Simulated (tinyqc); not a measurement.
Read current of a NAND string, cells in series solved by shooting: one step of the calculation.

Cells in series, numbered from 0 at the source line (0 V) to the bit line, each followed by a gap resistance Rg. A cell with gate Vg, threshold VT, source Vs and drain Vd passes I = 2 nf K Vt^2 [F(Vs) - F(Vd)]/(1 + th max(Vg - VT, 0)), F(V) = ln^2(1 + exp((Vg - VT - nf V)/(2 nf Vt))). The selected cell has Vg = Vr, the others Vg = Vp.

Problem. Node voltages for a trial current. For a trial current I start at 0 V and, cell by cell (the selected one is cell 3), solve for the drain: sqrt(F(Vd)) = sqrt(F(Vs) - I/k), k = 2 nf K Vt^2/(1 + th max(Vg - VT, 0)), Vd = [Vg - VT - 2 nf Vt ln(exp(sqrt F) - 1)]/nf, then add I Rg.

Values chosen for this exercise; values of the order met in vertical NAND strings: temperature T = 300 K; gain factor of a cell K = 9.8 uA/V^2; slope factor nf = 1.5; mobility reduction factor th = 0.09 1/V; resistance of the gap between cells Rg = 18 kohm; bit-line voltage Vbl = 0.3 V; pass voltage Vp = 6.7 V; read voltage on the selected word line Vr = 1.66 V.

Constants: q = 1.602176634e-19 C, kB = 1.380649e-23 J/K, Vt = kB T/q. Results are converted to the units shown.

second trial current = 0.43 uA
thresholds from the source end, cell 0 to 5 (V): [3.3, 3.3, 3.3, 1.1, -0.9, -0.9]

Find: node voltage after each cell and gap, trial 2.

Solution.

node voltage after each cell and gap, trial 2, cell 0 to 5 (V): [0.024657, 0.049502, 0.074540, 0.21606, 0.23397, 0.25191]

Computed by the program tinyqc: `OMP_NUM_THREADS=1 python tinyqc.py 2142169 2142170 out.jsonl`, one thread of a shared Intel Xeon 2.30GHz, about 0.6 s for the whole run.
